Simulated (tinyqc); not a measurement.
Width of the inclusion: polytypes by hexagonality, and a cubic inclusion as a quantum well.

Gap: E3 + (Es - E3) h/hs for h up to hs, then linear from Es to E2 at h = 1. Valence top Ev2 h and polarisation P2 h, both counted from 3C; Ec = Ev + gap.

A cubic inclusion of width L = N d in the host (h = 0.3333) is a well of depth V = Ec(host) - Ec(3C). Square well with mass mismatch: k tan(k L/2) = (m_w/m_b) q, k = sqrt(m_w E/c), q = sqrt(m_b (V - E)/c), c = hbar^2/2m0, lowest root. The depth of the level, V - E, is its binding, and the transition to the valence top of the host is gap(host) - (V - E). The step in polarisation gives a field |F| = |P|/(eps eps0) in a thin inclusion, eps0 = 8.8541878e-12 F/m.

Constants: hbar^2/2m0 = 3.80998211 eV angstrom^2.

Inputs chosen for the exercise (of the order of those of SiC; shifted at random, so the results belong to these values and not to a real crystal):

| symbol | value | unit | meaning |
|---|---|---|---|
| E3 | 2.37 | eV | gap of the cubic polytype |
| E2 | 3.361 | eV | gap of 2H |
| Ev2 | 0.11 | eV | valence top of 2H above that of 3C |
| P2 | -0.0476 | C/m^2 | spontaneous polarisation of 2H |
| Es | 3.242 | eV | gap at the hexagonality hs |
| hs | 0.5 |  | hexagonality up to which the first line holds |
| m | (0.291, 0.314) | m0 | electron mass along c in the cubic layer and in the host |
| d | 2.522 | angstrom | thickness of a double layer |
| eps | 10 |  | dielectric constant |

Without the field: square well. With it, the potential inside is |F| (z - L/2), the host conduction edge lies at V - |F| L/2 on one side and V + |F| L/2 on the other, and the lowest level E_F is found by finite differences (step 0.25 angstrom, wide box, good to about 1 meV). Holes sit in the host on the high side, so the transition is gap(host) - V + E_F - |F| L/2. A dash: bound by less than 2 meV or not at all.

Results:

| N | L (angstrom) | depth (eV) | transition (eV) | depth below the low side, with field (eV) | transition with field (eV) |
|---|---|---|---|---|---|
| 1 | 2.52 | 0.045 | 2.906 | 0.025 | 2.881 |
| 2 | 5.04 | 0.141 | 2.811 | 0.099 | 2.762 |
| 3 | 7.57 | 0.235 | 2.716 | 0.173 | 2.643 |
| 4 | 10.09 | 0.312 | 2.639 | 0.228 | 2.542 |
| 6 | 15.13 | 0.415 | 2.536 | 0.293 | 2.387 |
| 8 | 20.18 | 0.475 | 2.476 | 0.319 | 2.271 |
| 12 | 30.26 | 0.537 | 2.414 | 0.331 | 2.078 |

How do the results move, and what explains it?

The square well binds a level even at N = 1 (45 meV), as any symmetric one-dimensional well does; the depth grows to 537 of 618 meV, and the transition tends to E3 - Ev(host) = 2.333 eV. With the field the level is bound by 2 meV or more for N = 1, 2, 3, 4, 6, 8 and 12, and the transition is lowered by 25 meV at N = 1 and 337 meV at N = 12, where |F| L/2 = 271 meV. Free carriers or surface charge screen the field and the step between the two sides, and the attraction to the hole, left out here, binds the electron further.

Program tinyqc; command `OMP_NUM_THREADS=1 python tinyqc.py 1850648 1850649 out.jsonl`; about 0.04 s on one thread of a shared Intel(R) Xeon(R) Processor @ 2.30GHz.
